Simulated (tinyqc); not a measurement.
Frequency dispersion of an accumulation capacitance by border traps, distributed model: two steps of the calculation.

Traps spread evenly through the insulator exchange electrons with the semiconductor by tunnelling, with tau(x) = t0 exp(2 ka x) at depth x from the interface. The admittance per area Y seen at depth x obeys dY/dx = -Y^2/(i w eps0 eox) + q Nb ln(1 + i w tau)/tau, with Y(0) = i w Cs and w = 2 pi f; the gate sees Y(tox) = G + i w C. Working variable y = Y/(i w), in uF/cm^2. Cox = eps0 eox/tox.

Values chosen for this exercise; permittivity close to that of aluminium oxide: relative permittivity of the insulator eox = 8.22; insulator thickness tox = 3 nm; semiconductor capacitance in accumulation Cs = 6.3 uF/cm^2; density of border traps Nb = 6.4e19 cm^-3 eV^-1; decay constant of the wave function in the insulator ka = 4 1/nm; time constant of a trap at the interface t0 = 5e-11 s; frequency f = 10000 Hz; depth down to which the steps are taken xe = 2.2 nm.

Constants: q = 1.602176634e-19 C, eps0 = 8.8541878128e-14 F/cm where lengths are in cm. Results are converted to the units shown.

Problem 1. Scales and lumped estimate. Cox; trap-free value 1/(1/Cox + 1/Cs); response depth d = ln(1/(w t0))/(2 ka), where w tau = 1; lumped estimate: all traps within d act as C_bt = q Nb d placed at d/2, so C = 1/{1/[1/(1/Cs + d/(2 eps0 eox)) + C_bt] + (tox - d/2)/(eps0 eox)}.

Find: Cox; trap-free C; d; C_bt; lumped C.

Solution 1.

Cox = 2.4260 uF/cm^2
trap-free C = 1.7515 uF/cm^2
d = 1.5838 nm
C_bt = 1.6241 uF/cm^2
lumped C = 2.0413 uF/cm^2

The traps within reach amount to 0.258 Cs and lie in the first 52.8 % of the insulator.

Problem 2. Capacitance and conductance at the gate. Beyond xe the traps are ignored, so 1/y(tox) = 1/y(xe) + (tox - xe)/(eps0 eox); C = Re y, G/w = -Im y, loss tangent G/(w C).

y at xe = 2.7874085-0.1284786i uF/cm^2

Wanted: y at the gate; C; G/w; loss tangent.

Solution 2.

y at the gate = 2.134-0.075i uF/cm^2
C = 2.134 uF/cm^2
G/w = 0.07527 uF/cm^2
loss tangent = 0.03526

Computed by the program tinyqc: `OMP_NUM_THREADS=1 python tinyqc.py 2202135 2202136 out.jsonl`, one thread of a shared Intel Xeon 2.30GHz, about 0.5 s for the whole run.
